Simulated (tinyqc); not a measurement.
Sharp and graded interfaces: valley splitting in a one-orbital chain of atomic planes (second-neighbour model).

Each (001) plane carries one orbital with energy e0, hopping v to the next plane and u to the second: E(phi) = e0 + 2 v cos(phi) + 2 u cos(2 phi), where phi = pi - k a/4 (the sign of every second orbital is chosen so that v > 0, which shifts the phase by pi). The minimum lies at cos(phi0) = -v/(4u), phi0 = pi - (pi/2) k0 for a valley at k0 (2 pi/a), and e0 puts it at zero. A slab of N planes has hard walls: the matrix simply ends.

A well of Nw planes between barriers of 40 planes each (as of a SiGe alloy, taken as an offset alone). With x = j - 39.5 for plane j = 0, 1, ..., the potential is V0 (f(x) + f(Nw - x)) + F (j - 40) a/4, f(y) = 1/(1 + exp(y/L)), a step for L = 0; L is in planes, 4 L is about the distance over which f goes from 0.88 to 0.12, and 1 MV/m = 1e-4 V/angstrom.

Inputs chosen for the exercise (near those of the Delta valleys of silicon; abrupt walls in this chain split the valleys several times more than measured wells; the results hold for these values, not for the real material): a = 5.43 angstrom (lattice constant; planes lie a/4 apart); V0 = 0.1 eV (barrier height); F = 5 MV/m (field); Nw = 78 (planes in the well).

u = 0.600399 eV
v = 0.578965 eV
e0 = 1.340373 eV

The lowest doublet for several interface widths L.

Doublet:

| L (planes) | 4 L (angstrom) | mean level (meV) | splitting (micro-eV) |
|---|---|---|---|
| 0.00 | 0.00 | 19.91 | 699.63 |
| 0.25 | 1.36 | 19.97 | 378.62 |
| 0.50 | 2.71 | 20.06 | 74.04 |
| 0.75 | 4.07 | 20.17 | 12.59 |
| 1.00 | 5.43 | 20.32 | 2.10 |
| 1.50 | 8.14 | 20.69 | 0.05 |
| 2.00 | 10.86 | 21.16 | 0.00 |

The mean level moves by +1.3 meV over the table, while the splitting falls from 699.6 micro-eV at a step to 2.10 at L = 1 plane, a factor 333. Coupling the valleys needs the Fourier component of the potential at twice the valley wave vector, a period of a few planes, and grading removes it. Random alloy disorder, left out here, sets the splitting once this part is gone.

tinyqc: `OMP_NUM_THREADS=1 python tinyqc.py 1451741 1451742 out.jsonl`; about 0.01 s, one thread, shared Intel(R) Xeon(R) Processor @ 2.30GHz.
